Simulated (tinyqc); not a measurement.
Substrate current against gate voltage: lateral field, substrate current, probability of reaching the oxide barrier and hot-carrier lifetime of a silicon transistor (pseudo-two-dimensional and lucky-electron models). Computed by tinyqc, a small Python program. Command: `OMP_NUM_THREADS=1 python tinyqc.py 3009136 3009137 out.jsonl hotcar walk`. One thread of a shared host (Intel(R) Xeon(R) Processor @ 2.30GHz), about 0.01 s of CPU time with the checks.

Local-field models: a lucky carrier gains its energy at the peak field over a path free of collisions. Voltages are magnitudes.

Inputs (values chosen for the exercise, modelled on a silicon n-channel): channel length L = 580 nm; oxide thickness t = 11 nm; junction depth x_j = 110 nm; mobility mu = 370 cm^2/(V s); saturation velocity v_s = 0.85 1e7 cm/s; threshold voltage V_T = 0.38 V; drain voltage V_D = 6 V; ionisation prefactor A_i = 2e+06 1/cm; ionisation field B_i = 1.65 MV/cm; hot-carrier mean free path lambda = 8.3 nm; oxide barrier phi_b = 3.1 eV; interface-trap threshold phi_it = 3.8 eV; lifetime constant H = 50 s microampere/micrometre; length of the depleted extension L_n = 80 nm.

Drain: lightly doped extension.

Constants: eps_0 = 8.8541878128e-12 F/m.

Method:
- C_ox = 3.9 eps_0/t; F_sat = 2 v_s/mu; V_Dsat = V_ov F_sat L/(V_ov + F_sat L), V_ov = V_G - V_T; I_D/W = C_ox v_s (V_ov - V_Dsat).
- Scale length l = 0.22 t^(1/3) x_j^(1/2) (all in cm); F_m = sqrt(((V_D - V_Dsat)/l_e)^2 + F_sat^2), with l_e = l + L_n; length of the velocity-saturated region l_e ln((V_D - V_Dsat)/(l_e F_sat) + F_m/F_sat).
- Substrate current I_sub/I_D = (A_i/B_i)(V_D - V_Dsat) exp(-B_i/F_m); probability of reaching the oxide barrier exp(-phi_b/(e lambda F_m)); lifetime tau = (H/(I_D/W)) exp(phi_it/(e lambda F_m)).

At the given drain voltage:
```
V_G (V)  V_Dsat (V)  I_D/W (microampere/micrometre)  F_m (kV/cm)  I_sub/W (microampere/micrometre)     tau (s)
0.69         0.2777                             8.6       371.27                             0.702  1.3151e+06
1.00         0.5030                            31.2       356.88                             2.043  5.9683e+05
1.50         0.7886                            88.4       338.66                             4.277  4.2032e+05
2.10         1.0453                           180.0       322.29                             6.464  4.1027e+05
2.90         1.2952                           326.8       306.37                             8.540  4.7271e+05
3.80         1.4978                           512.9       293.48                            10.124  5.8060e+05
4.70         1.6482                           712.9       283.93                            11.257  7.0623e+05
5.70         1.7755                           945.8       275.84                            12.226  8.5408e+05
6.60         1.8656                          1161.9       270.12                            12.951  9.8787e+05
```

What follows from these numbers?

I_sub rises over the whole table: the growing drain current outweighs the fall of F_m. The shortest lifetime among the rows lies at V_G = 2.1 V, below that of the largest I_sub, since tau depends more steeply on the field.

Extremes, crossings and ranges named in words are read from the listed rows.
